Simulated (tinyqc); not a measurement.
Sneak paths and read margin.

Worst-case read of an N x N array without selectors, ideal wires, unselected lines floating and all unselected cells in the low state with resistance K Ron: the sneak path is Rsn = K Ron [2/(N - 1) + 1/(N - 1)^2], in parallel with the selected cell Rc. A sense resistor Ron to ground gives Vout = Vr Ron/(Ron + Rc Rsn/(Rc + Rsn)); margin = [Vout(Rc = Ron) - Vout(Rc = ra Ron)]/Vr.

Values chosen for this exercise:
```
symbol  value  unit                                              meaning
Ron        10  kohm                          resistance of the low state
ra         10                                             ratio Roff/Ron
K         100        factor by which unselected cells are more resistive
Vr        0.3     V                                         read voltage
```

Result of one run:

| Rsn (kohm) | Vout, low state (mV) | Vout, high state (mV) | margin (%) |
|---|---|---|---|
| 15.81 | 186.0 | 126.8 | 19.73 |

Which array size N gave this result: 16, 64, 128 or 256?

N = 128.

The whole series:

| N | Rsn (kohm) | Vout, low state (mV) | Vout, high state (mV) | margin (%) |
|---|---|---|---|---|
| 2 | 3000 | 150.2 | 28.10 | 40.72 |
| 3 | 1250 | 150.6 | 29.24 | 40.45 |
| 4 | 777.8 | 151.0 | 30.42 | 40.18 |
| 8 | 306.1 | 152.4 | 35.14 | 39.09 |
| 16 | 137.8 | 155.3 | 44.15 | 37.03 |
| 32 | 65.56 | 160.6 | 60.49 | 33.38 |
| 64 | 32.00 | 170.3 | 87.61 | 27.55 |
| 128 | 15.81 | 186.0 | 126.8 | 19.73 |
| 256 | 7.859 | 208.3 | 173.6 | 11.59 |

The margin falls from 40.7 to 11.6 %; a lone cell has 40.9 %. It stays above 10 % in all rows. Between the last two rows it goes as N^(-0.77).

Program tinyqc, `OMP_NUM_THREADS=1 python tinyqc.py 2880025 2880026 out.jsonl`; Intel Xeon 2.30GHz, shared host, one thread, about 0.02 s.
